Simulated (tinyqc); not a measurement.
From results back to parameters: statistics of electrons in three, two and one dimensions. Two cases, with inputs chosen for the exercise.

Problem. A sheet with one subband has n2 = (2/lambda^2) ln(1 + exp(eta)).

One band edge at E = 0, lambda = sqrt(4 pi c/(m1 kT)) with c = hbar^2/2m0. Densities with spin: n3 = (2/lambda^3) F_1/2(eta), n2 = (2/lambda^2) F_0(eta) with F_0 = ln(1 + exp(eta)), n1 = (2/lambda) F_-1/2(eta). F_j(eta) = (1/Gamma(j + 1)) integral_0^infinity x^j dx/(1 + exp(x - eta)), which tends to exp(eta) for eta << 0.

Constants: hbar^2/2m0 = 3.80998211 eV angstrom^2; kB = 8.617333262e-05 eV/K.

Case 1.

Values chosen (out of a larger set: near those of Ge, lowest valleys alone; not measured data): m1 = 0.0822 m0 (mass of one isotropic band with spin); T = 200 K.

n2 = 3.13946e+12 1/cm^2

Case 2.

Values chosen (out of a larger set: near those of GaN, lowest valleys alone; not measured data): m1 = 0.194 m0 (mass of one isotropic band with spin); T = 335 K.

n2 = 7.28831e+12 1/cm^2

Find: n2 lambda^2/2; eta; EF above the subband edge.

Solution. eta = ln(exp(n2 lambda^2/2) - 1), with n2 in 1/angstrom^2.

Case 1.

n2 lambda^2/2 = 5.3050
eta = 5.300
EF above the subband edge = 91.34 meV

Case 2.

n2 lambda^2/2 = 3.1154
eta = 3.070
EF above the subband edge = 88.62 meV

Computed by tinyqc, one run a case: `OMP_NUM_THREADS=1 python tinyqc.py N N+1 out.jsonl` with N = 1651372, 1651541; one thread of a shared Intel(R) Xeon(R) Processor @ 2.30GHz, about 0.01 s a run at most.
